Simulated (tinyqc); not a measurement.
Germanium share from the critical thickness.

Problem. Critical thickness (Matthews-Blakeslee, 60-degree dislocations): h = bv (1 - nu/4)[ln(h/bv) + 1]/(4 pi e_par (1 + nu)), nu = c12/(c11 + c12). e_par = b1 x. Find e_par and x.

Parameters, values chosen for the exercise:
- b1 = 0.0418 (lattice mismatch per unit x)
- c11 = 163 GPa (elastic constant)
- c12 = 65.9 GPa (elastic constant)
- bv = 0.384 nm (Burgers vector)

critical thickness = 15.458347 nm

Answer. For given h the relation is explicit in the strain.

e_par = 0.6688 %
x = 0.1600

Program tinyqc, `OMP_NUM_THREADS=1 python tinyqc.py 2530006 2530007 out.jsonl`; Intel Xeon 2.30GHz, shared host, one thread, about 0.01 s.
